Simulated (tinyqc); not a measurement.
From results back to parameters: Weaire-Thorpe hybrids on a Bethe lattice: gap and dangling bond of an amorphous tetrahedral solid. Two cases, with inputs chosen for the exercise.

Problem. In the Weaire-Thorpe model the two p-like peaks lie at -V2 + V1 and V2 + V1, and the guaranteed gap is 2 V2 - 4 V1. The peak positions come from hidden V1 and V2.

Find: V1, V2; guaranteed gap; lowest possible level -3 V1 - V2.

Method. The mean of the peaks is V1 and half their distance V2.

Case 1.

peaks (eV): bonding -2.810, antibonding 6.250

Solution.

V1, V2 (eV): 1.72  4.53

guaranteed gap = 2.18 eV
lowest possible level -3 V1 - V2 = -9.69 eV

Case 2.

peaks (eV): bonding -7.750, antibonding 11.950

Solution.

V1, V2 (eV): 2.10  9.85

guaranteed gap = 11.30 eV
lowest possible level -3 V1 - V2 = -16.15 eV

Computed by tinyqc, one run a case: `OMP_NUM_THREADS=1 python tinyqc.py N N+1 out.jsonl` with N = 1482511, 1482524; one thread of a shared Intel(R) Xeon(R) Processor @ 2.30GHz, about 0.05 s a run at most.
